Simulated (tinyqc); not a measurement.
# MOS structure on a p-type body with a doping step (retrograde), non-linear Poisson equation by Newton steps: what changes with what

One dimension, insulator interface at x = 0, acceptor density N1 for x < x1 and Na beyond, net doping C = -(acceptor density). psi is counted from the intrinsic level: n = ni exp((psi - Vb)/Vt), p = ni exp(-psi/Vt); deep in the body psi_b = -Vt ln(Na/ni). The gate acts through Cox = eps0 eox/tox and has the potential psi_G = Vg - (phiM - chi - Vt ln(Nc/ni)). Boltzmann statistics, full ionisation, classical densities, no oxide or interface charge.

Values chosen for this exercise; band and dielectric values close to those of silicon:
```
symbol,value,unit,meaning
T,300,K,temperature
Eg,1.14,eV,band gap
eps_r,11.7,,relative permittivity
Nc,2.81e19,cm^-3,conduction-band density of states at T
Nv,2.66e19,cm^-3,valence-band density of states at T
chi,4.08,eV,electron affinity
Na,2.3e17,cm^-3,acceptor density deep in the body
eox,3.9,,relative permittivity of the gate insulator (close to silicon dioxide)
tox,6.1,nm,insulator thickness
phiM,4.67,eV,gate work function
Vb,1.4,V,electron quasi-Fermi potential against the body
x1,28,nm,depth of the doping step
N1,2.3e16,cm^-3,acceptor density above the step
```

Constants: q = 1.602176634e-19 C, kB = 1.380649e-23 J/K, Vt = kB T/q, eps0 = 8.8541878128e-14 F/cm where lengths are in cm. Results are converted to the units shown.

Each table varies one quantity; the others keep the values above.

## Charge and capacitance against gate voltage

ni = sqrt(Nc Nv) exp(-Eg/(2 Vt)), Eg in volts. The Poisson equation d/dx(eps0 eps_r dpsi/dx) = -q (p - n + C), with eps0 eps_r dpsi/dx = -Cox (psi_G - psi_0) at x = 0, is solved on a mesh of about 600 nodes or more. N_inv is the integral of n less its value deep in the body. C_LF = Cox (1 - dpsi_0/dVg) with all carriers following; C_HF is the same with the electron quasi-Fermi level shifting uniformly so that N_inv stays fixed. The centroid is that of the same excess.

Results:

| Vg (V) | psi_0 - psi_b (V) | N_inv (cm^-2) | C_LF/Cox | C_HF/Cox | centroid (nm) |
|---|---|---|---|---|---|
| 2.11 | 1.99 | 1.97e5 | 0.144 | 0.144 | 0.874 |
| 2.24 | 2.11 | 1.42e7 | 0.141 | 0.141 | 0.845 |
| 2.37 | 2.22 | 1.03e9 | 0.146 | 0.138 | 0.818 |
| 2.5 | 2.32 | 4.87e10 | 0.404 | 0.136 | 0.792 |
| 2.63 | 2.37 | 3.07e11 | 0.766 | 0.135 | 0.760 |
| 2.89 | 2.40 | 1.08e12 | 0.908 | 0.134 | 0.696 |
| 3.02 | 2.42 | 1.50e12 | 0.929 | 0.134 | 0.669 |
| 3.15 | 2.42 | 1.93e12 | 0.942 | 0.134 | 0.643 |
| 3.28 | 2.43 | 2.36e12 | 0.950 | 0.134 | 0.620 |

Estimate the missing row, Vg = 2.76 V.

Computed row:

| Vg (V) | psi_0 - psi_b (V) | N_inv (cm^-2) | C_LF/Cox | C_HF/Cox | centroid (nm) |
|---|---|---|---|---|---|
| 2.76 | 2.39 | 6.77e11 | 0.869 | 0.134 | 0.727 |

With this row back in the table: N_inv goes from 1.97e5 to 2.36e12 cm^-2 and passes 2e11 cm^-2 at Vg = 2.59 V. Below threshold it takes 69.9 mV a decade between Vg = 2.24 and 2.37 V, against Vt ln 10 = 59.5 mV. C_LF/Cox is lowest, 0.141, at Vg = 2.24 V among the rows listed and ends at 0.950, while C_HF/Cox ends at 0.134. Between the last two rows q dN_inv/dVg is 0.942 Cox. Where the classical centroid is under about 2 nm, confinement would move the charge away from the interface and raise the threshold. Above about 2e12 cm^-2 degeneracy matters too.

## Effect of the acceptor density above the step on threshold, swing and body effect

VT is the Vg at which N_inv = 2e11 cm^-2. m = 1/(dpsi_0/dVg) at N_inv = 1e8 cm^-2; the swing is the Vg between N_inv = 1e8 and 1e9 cm^-2; body coefficient [VT(Vb + 0.05 V) - VT(Vb)]/0.05 V - 1.

Effect of the acceptor density above the step on threshold, swing and body effect:

| N1 (cm^-3) | VT (V) | psi_0 - psi_b at VT (V) | m - 1 | swing (mV/decade) | body coefficient |
|---|---|---|---|---|---|
| 5.8e15 | 2.57 | 2.36 | 0.163 | 69.9 | 0.162 |
| 8.4e15 | 2.58 | 2.36 | 0.163 | 69.9 | 0.162 |
| 1.2e16 | 2.58 | 2.36 | 0.163 | 69.9 | 0.162 |
| 1.8e16 | 2.58 | 2.36 | 0.163 | 69.9 | 0.162 |
| 2.7e16 | 2.59 | 2.36 | 0.164 | 69.9 | 0.163 |
| 3.9e16 | 2.60 | 2.36 | 0.164 | 69.9 | 0.163 |
| 5.8e16 | 2.61 | 2.36 | 0.164 | 69.9 | 0.163 |

As N1 goes from 5.8e15 to 5.8e16, VT rises from 2.57 to 2.61 V, the swing stays near 69.9 mV/decade and the body coefficient stays near 0.163. The swing stays within 0.94 % of m Vt ln 10, and the body coefficient within 0.0014 of m - 1.

Program tinyqc, `OMP_NUM_THREADS=1 python tinyqc.py 2080057 2080058 out.jsonl`; Intel Xeon 2.30GHz, shared host, one thread, about 0.4 s.
